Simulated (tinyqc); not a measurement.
Inside a calculation. Model: frequency dispersion of an accumulation capacitance by border traps, distributed model.

Computed by the program tinyqc: `OMP_NUM_THREADS=1 python tinyqc.py 2202245 2202246 out.jsonl`, one thread of a shared Intel Xeon 2.30GHz, about 0.5 s for the whole run. Printed values are rounded.

Traps spread evenly through the insulator exchange electrons with the semiconductor by tunnelling, with tau(x) = t0 exp(2 ka x) at depth x from the interface. The admittance per area Y seen at depth x obeys dY/dx = -Y^2/(i w eps0 eox) + q Nb ln(1 + i w tau)/tau, with Y(0) = i w Cs and w = 2 pi f; the gate sees Y(tox) = G + i w C. Working variable y = Y/(i w), in uF/cm^2. Cox = eps0 eox/tox.

Values chosen for this exercise; permittivity close to that of aluminium oxide: relative permittivity of the insulator eox = 8.32; insulator thickness tox = 7.4 nm; semiconductor capacitance in accumulation Cs = 5 uF/cm^2; density of border traps Nb = 8.5e19 cm^-3 eV^-1; decay constant of the wave function in the insulator ka = 6.2 1/nm; time constant of a trap at the interface t0 = 4e-10 s; frequency f = 1e5 Hz; depth down to which the steps are taken xe = 1.1 nm.

Constants: q = 1.602176634e-19 C, eps0 = 8.8541878128e-14 F/cm where lengths are in cm. Results are converted to the units shown.

## Scales and lumped estimate

Cox; trap-free value 1/(1/Cox + 1/Cs); response depth d = ln(1/(w t0))/(2 ka), where w tau = 1; lumped estimate: all traps within d act as C_bt = q Nb d placed at d/2, so C = 1/{1/[1/(1/Cs + d/(2 eps0 eox)) + C_bt] + (tox - d/2)/(eps0 eox)}.

Cox = 0.995498 uF/cm^2
trap-free C = 0.830205 uF/cm^2
d = 0.668448 nm
C_bt = 0.910326 uF/cm^2
lumped C = 0.862276 uF/cm^2

The traps within reach amount to 0.182 Cs and lie in the first 9.03 % of the insulator.

## Midpoint steps through the active depth

In terms of y: dy/dx = -y^2/(eps0 eox) + s(x), s = q Nb ln(1 + z)/z, z = i w tau. 8 midpoint steps of h = xe/8: y_half = y + (h/2) y'(x, y), y(new) = y + h y'(x + h/2, y_half).

```
point,x (nm),s (uF/(cm^2 nm)),y (uF/cm^2)
0,0,1.36185-0.00017i,5.00000+0.00000i
1,0.1375,1.36185-0.00094i,4.74634-0.00005i
2,0.275,1.36182-0.00518i,4.53351-0.00034i
3,0.4125,1.36106-0.02847i,4.35357-0.00190i
4,0.55,1.33853-0.15274i,4.19986-0.01045i
5,0.6875,0.97039-0.51455i,4.05362-0.05171i
6,0.825,0.27916-0.38143i,3.83856-0.11141i
7,0.9625,0.05488-0.12956i,3.59783-0.12544i
8,1.1,0.01011-0.03456i,3.37521-0.11845i
```

## Capacitance and conductance at the gate

y at xe = 3.37521-0.11845i uF/cm^2

Beyond xe the traps are ignored, so 1/y(tox) = 1/y(xe) + (tox - xe)/(eps0 eox); C = Re y, G/w = -Im y, loss tangent G/(w C).

y at the gate = 0.868652-0.007836i uF/cm^2
C = 0.868652 uF/cm^2
G/w = 0.00783629 uF/cm^2
loss tangent = 0.00902120

A fine integration over the whole insulator gives C = 0.86873 and G/w = 0.008112 uF/cm^2; the coarse G/w is 3.4 % below that. The fine C is 4.6 % above the trap-free value, and the lumped estimate is 0.74 % below the fine result.
